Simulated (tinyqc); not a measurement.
Random alloy fluctuations: inter-valley coupling by envelope functions against a chain of atomic planes.

Chain: E(phi) = e0 + 2 v cos(phi) + 2 u cos(2 phi), cos(phi0) = -v/(4u), e0 = 2u + v^2/(4u); plane j = 0, 1, ... has the potential V_j = dE x_j + F (j - 30) a/4 (1 MV/m = 1e-4 V/angstrom). There are 30 barrier planes a side; with y = j - 29.5, x_j = xb (f(y) + f(Nw - y)), f(y) = 1/(1 + exp(y/L)), plus any Ge added in the well. The valley splitting is the spacing of the two lowest levels. Envelope theory: F_j solves a one-valley chain with hopping -b and diagonal 2b + V_j, b = 4u sin^2(phi0), sum F_j^2 = 1; the valleys couple by Dv = sum_j F_j^2 V_j exp(-2 i phi0 j) and split by 2|Dv|.

Parameters, chosen for this exercise (near those of the Delta valleys of silicon in a SiGe well; shifted at random, so the results belong to these values and not to a real crystal): a = 5.431 angstrom (lattice constant; planes lie a/4 apart); u = 0.592 eV (second-neighbour hopping); v = 0.628 eV (nearest hopping); Nw = 55 (planes in the well); L = 1.5 planes (interface width); xb = 0.26 (Ge fraction of the barriers); dE = 0.64 eV (offset per unit Ge fraction); F = 8 MV/m (field); x0 = 2900 (start of the number sequence); na = 4000 (atoms a plane under the dot).

A uniform fraction x is added on all planes. Each plane j then fluctuates by q sqrt(x_j (1 - x_j)/na) in Ge fraction, q = sqrt12 (z/2147483647 - 1/2) with z(new) = 16807 z mod 2147483647 from x0, restarted for each row; 24 samples. Theory: Dv is a complex Gaussian with sigma^2 = dE^2 sum F_j^4 x_j (1 - x_j)/na, and the mean splitting is sqrt(pi) sigma if the smooth part is negligible.

Splitting (micro-eV):
```
x     sigma  sqrt(pi) sigma  mean of 24  least  largest
0.00   61.7           109.4       103.2   14.5    166.3
0.01  191.6           339.5       375.4  118.4    725.0
0.02  262.5           465.3       516.2  148.3    997.2
0.05  402.0           712.5       792.1  211.8   1525.4
0.10  550.2           975.2      1084.8  282.6   2077.2
```

How do the results move, and what explains it?

Without added Ge the disorder sits in the barriers, where the state is small: mean 103.2 micro-eV, against 0.12 for the smooth well. With 5 % Ge in the well the mean is 792, theory 712, with a statistical error of about 11 % for 24 samples; the miss is +11 %, and since every row reuses one sequence the rows with added Ge miss alike. The spread grows with the mean: at 5 % the samples run from 212 to 1525, so small splittings remain possible. sigma falls as 1/sqrt(na) for larger dots. A chain with one orbital a plane has no Bloch-function factor, which scales all these couplings down in fuller models.

(tinyqc, `OMP_NUM_THREADS=1 python tinyqc.py 1482701 1482702 out.jsonl`, Intel(R) Xeon(R) Processor @ 2.30GHz, 1 thread, shared host, about 0.05 s.)
